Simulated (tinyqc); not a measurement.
What the thin-film term adds: Deal-Grove kinetics of thermal oxidation of silicon. Computed by tinyqc, a small Python program. Command: `OMP_NUM_THREADS=1 python tinyqc.py 3006276 3006277 out.jsonl oxide walk`. One thread of a shared host (Intel(R) Xeon(R) Processor @ 2.30GHz), about 0.06 s of CPU time with the checks.

Oxidant diffuses through the oxide and reacts at the interface, so that dx/dt = B/(A + 2x) for the oxide thickness x.

Inputs (values chosen for the exercise, close to those used for silicon):
```
quantity                             value    unit
prefactor B0                           682  um^2/h
activation energy E_B                 1.24      eV
prefactor (B/A)0                  5.47e+06    um/h
activation energy E_A                 2.01      eV
temperature T                          800       C
oxidant pressure p                     0.5     atm
pressure exponent m of B/A            0.77       -
initial oxide x_i                     0.01      um
ratio c of the extra rate to B/A       5.6       -
decay length L                      0.0084      um
```

Ambient: dry oxygen. Surface: (111). Extension: thin-film term.

Constants: k_B = 8.617333262e-05 eV/K.

Method:
- B = B0 p exp(-E_B/(k_B T)), B/A = (B/A)0 p^m exp(-E_A/(k_B T)), p in atm; A = B/(B/A).
- Temperatures in kelvin are T(C) + 273.15.
- tau = (x_i^2 + A x_i)/B and x = (A/2) [sqrt(1 + 4 B (t + tau)/A^2) - 1], the root of x^2 + A x = B (t + tau).
- Thin-film (Massoud) form: dx/dt = B/(A + 2x) + c (B/A) exp(-x/L), integrated from x_i by fourth-order Runge-Kutta in 2000 steps, the i-th of length (2 i - 1) t/2000^2.

length A = 0.439209 um

parabolic constant B = 5.12162e-04 um^2/h

linear constant B/A = 0.00116610 um/h

Thickness:
```
t (h)  Deal-Grove (um)  with the term (um)  difference (nm)
0.02          0.010022            0.010062           0.0396
0.05          0.010056            0.010154           0.0984
0.1           0.010112            0.010306           0.1949
0.3           0.010334            0.010899           0.5642
1             0.011113            0.012789           1.6759
3             0.013322            0.017166           3.8440
10            0.020895            0.027782           6.8873
30            0.041323            0.049238           7.9151
```

What follows from these numbers?

The gain reaches at most 7.92 nm among these rows, in the last row. If the base rate kept its starting value B/(A + 2 x_i), the gain would level off at L ln(1 + c (1 + 2 x_i/A) exp(-x_i/L)) = 8.59 nm.
